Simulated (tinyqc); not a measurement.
Magnetoresistance against angle.

Conductance G = G0 (1 + P1 P2 cos(phi)) at low bias, phi the angle between the magnetisations, normalised to Rp = RA/area at phi = 0.

Inputs (values chosen for the exercise): diameter Dm = 30 nm; spin polarisation of the reference layer P1 = 0.67; spin polarisation of the free layer P2 = 0.69; resistance-area product, parallel state RA = 2.5 ohm um^2.

Result of one run:
```
phi (degree)  R (kohm)  R/Rp - 1 (%)  share of the full TMR (%)
0                3.537             0                          0
```

What becomes of these results when the angle phi is changed from 0 to 160 degree, all else the same?

Result of the changed run:
```
phi (degree)  R (kohm)  R/Rp - 1 (%)  share of the full TMR (%)
160              9.144         158.5                      92.20
```

The whole series:
```
phi (degree)  R (kohm)  R/Rp - 1 (%)  share of the full TMR (%)
0                3.537             0                          0
20               3.606         1.944                      1.130
45               3.898         10.20                      5.934
70               4.466         26.27                      15.27
90               5.172         46.23                      26.89
110              6.143         73.69                      42.86
135              7.684         117.2                      68.18
160              9.144         158.5                      92.20
180              9.618         172.0                      100.0
```

R rises from 3.54 to 9.62 kohm, TMR0 = 172 %. It is the conductance that follows cos(phi), so at 90 degrees R has covered only (1 - P1 P2)/2 = 26.9 % of its range.

Program tinyqc, `OMP_NUM_THREADS=1 python tinyqc.py 2450148 2450149 out.jsonl`; Intel Xeon 2.30GHz, shared host, one thread, about 0.01 s.
